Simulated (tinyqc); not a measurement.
Bandgap voltage reference from two bipolar transistors: effect of the area ratio of the second transistor.

Two transistors of area 1 and N carry the same current I. Is(T) = Is (T/T0)^eta exp[(Vg0 q/kB)(1/T0 - 1/T)], VBE1 = Vt ln(I/Is(T)) + I rb, VBE2 = Vt ln(I/(N Is(T))) + I rb/N. The amplifier forces I R1(T) = VBE1 - VBE2 + Vos, with R(T) = R (1 + tc (T - T0)) for both resistors, and the output is Vref = VBE1 + I R2(T). Base currents and the Early effect are neglected.

Vt = kB T/q; I = (Vt ln N + Vos)/(R1(T) - rb (1 - 1/N)). Box coefficient: span of Vref between 233 and 398 K over its average over T and over 165 K. The last column is the R2 that gives zero slope at T0.

Inputs (values chosen for the exercise); values of the order met in silicon bipolar transistors:
```
symbol    value   unit                                                   meaning
T0          300      K                                     reference temperature
Vg0        1.18      V                      band-gap voltage extrapolated to 0 K
eta         4.2                   temperature exponent of the saturation current
Is      1.7e-18      A           saturation current of the unit transistor at T0
R1           14   kohm  resistor across which the difference of VBE falls, at T0
tc         1300  ppm/K                 temperature coefficient of both resistors
Vos         2.4     mV                                   offset of the amplifier
rb           57    ohm                  series resistance of the unit transistor
R2          133   kohm                                     output resistor at T0
```

Constants: q = 1.602176634e-19 C, kB = 1.380649e-23 J/K. Results are converted to the units shown.

Effect of the area ratio of the second transistor:

| N | I at T0 (uA) | Vref at T0 (V) | slope at T0 (uV/K) | box coefficient (ppm/K) | R2 for zero slope (kohm) |
|---|---|---|---|---|---|
| 2 | 1.454 | 0.9038 | -1317 | 1508 | 441.4 |
| 4 | 2.740 | 1.091 | -688.8 | 650.5 | 213.6 |
| 8 | 4.026 | 1.272 | -84.80 | 77.20 | 139.6 |
| 15 | 5.192 | 1.434 | 454.1 | 306.2 | 105.8 |
| 24 | 6.064 | 1.554 | 853.8 | 536.8 | 89.45 |
| 48 | 7.349 | 1.730 | 1440 | 814.7 | 72.72 |
| 100 | 8.710 | 1.916 | 2057 | 1050 | 60.59 |

As N goes from 2 to 100, Vref rises from 0.9038 to 1.916 V and the box coefficient goes from 1510 through a minimum of 77.2 (at N = 8 among the rows listed) to 1050 ppm/K. A larger N needs a smaller R2/R1, which lowers the gain seen by offset and noise.

tinyqc, about 0.02 s, one thread, Intel Xeon 2.30GHz (shared host): `OMP_NUM_THREADS=1 python tinyqc.py 2062157 2062158 out.jsonl`
